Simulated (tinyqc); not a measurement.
Scale length and barrier from the threshold roll-off.

Problem. For L well above Lambda the threshold falls by 2 m sqrt(A (A + Vds)) exp(-pi L/(2 Lambda)), A being the height of the source potential over the barrier top; the two values follow this form. Find Lambda and A.

Inputs (values chosen for the exercise):
```
symbol  value  unit                   meaning
m           1        long-channel body factor
Vds       0.8     V             drain voltage
```

threshold lowering at L = 34 and 55 nm (mV): 72.386755  10.645777

Solution. The ratio of the two values gives Lambda; the prefactor gives A (A + Vds), a quadratic with one positive root.

Lambda = 17.21 nm
A = 0.5000 V

tinyqc, about 0.01 s, one thread, Intel Xeon 2.30GHz (shared host): `OMP_NUM_THREADS=1 python tinyqc.py 2420002 2420003 out.jsonl`
